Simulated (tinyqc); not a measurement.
Leakage against temperature: trap-assisted generation and recombination current of an abrupt junction. Computed by tinyqc, a small Python program. Command: `OMP_NUM_THREADS=1 python tinyqc.py 3028676 3028677 out.jsonl junctionleak walk`. One thread of a shared host (Intel(R) Xeon(R) Processor @ 2.30GHz), about 0.01 s of CPU time with the checks.

Depletion approximation, flat quasi-Fermi levels across the depleted layer, long neutral regions with minority lifetimes tau_n and tau_p, full ionisation and Boltzmann statistics. Voltages in exponents stand for e V.

Inputs (values chosen for the exercise, with bands and screening modelled on CdTe): gap E_g = 1.53 eV; electron mass m_e = 0.0975 m_0; valleys M_c = 1; hole mass m_h = 0.619 m_0; dielectric constant eps = 10; acceptor density N_A = 4.5e+15 cm^-3; donor density N_D = 1.5e+18 cm^-3; capture time tau_n = 2.6e-06 s; capture time tau_p = 1.1e-06 s; trap level E_t - E_i = 0 eV; electron diffusion coefficient D_n = 8.2 cm^2/s; hole diffusion coefficient D_p = 3.4 cm^2/s; reverse bias V_r = 0.7 V; temperature T = 450 K.

Field enhancement: none.

Constants: k_B = 8.617333262e-05 eV/K; m_0 = 9.1093837015e-31 kg; k_B = 1.380649e-23 J/K; h = 6.62607015e-34 J s; e = 1.602176634e-19 C; eps_0 = 8.8541878128e-12 F/m.

Method:
- N_c = 2 M_c (2 pi m_e k_B T/h^2)^(3/2) and N_v = 2 (2 pi m_h k_B T/h^2)^(3/2), masses in units of m_0.
- n_i = sqrt(N_c N_v) exp(-E_g/2 k_B T); V_bi = (k_B T/e) ln(N_A N_D/n_i^2); diffusion saturation current J_d0 = e n_i^2 [sqrt(D_n/tau_n)/N_A + sqrt(D_p/tau_p)/N_D].
- W = sqrt(2 eps eps_0 (V_bi - V)(1/N_A + 1/N_D)/e), x_p = W N_D/(N_A + N_D), x_n = W - x_p, peak field F_m = 2 (V_bi - V)/W; reverse bias means V = -V_r.
- Potential from the p edge: phi = (V_bi - V) x^2/(x_p W) on the p side and (V_bi - V)[1 - (W - x)^2/(x_n W)] on the n side; p = N_A exp(-phi/k_B T), n = n_i^2 exp(V/k_B T)/p; U = (n p - n_i^2)/[tau_p (n + n_i exp(dE/k_B T)) + tau_n (p + n_i exp(-dE/k_B T))], dE = E_t - E_i, n1 = n_i exp(dE/k_B T), p1 = n_i exp(-dE/k_B T); J_t = e int U dx by the trapezoid rule on 400 intervals on each side.
- The gap, capture times and diffusion coefficients are held fixed. J_g = -J_t at V = -V_r. The last column is -k_B d ln(J_g + J_d0)/d(1/T) from this row and the one above.

Reverse current:
```
T (K)  generation (A/cm^2)  diffusion (A/cm^2)  activation energy (eV)
360             6.7346e-11          3.8983e-16                       -
400             9.5211e-10          7.4141e-14                  0.8218
450             1.3822e-08          1.4636e-11                  0.8303
500             1.2053e-07          1.0380e-09                  0.8427
560             1.0017e-06          6.5494e-08                  0.8736
630             7.3805e-06          3.1593e-06                  0.9946
720             5.7425e-05          1.5977e-04                  1.3141
```

What follows from these numbers?

The activation energy goes from 0.822 to 1.314 eV. Generation alone gives about E_g/2 + dE if tau_p exp(dE/k_B T) exceeds tau_n exp(-dE/k_B T), else E_g/2 - dE, here 0.765 eV, plus 1.5 k_B T and diffusion E_g = 1.53 eV plus 3 k_B T; diffusion takes over by 720 K.

Extremes, crossings and ranges named in words are read from the listed rows.
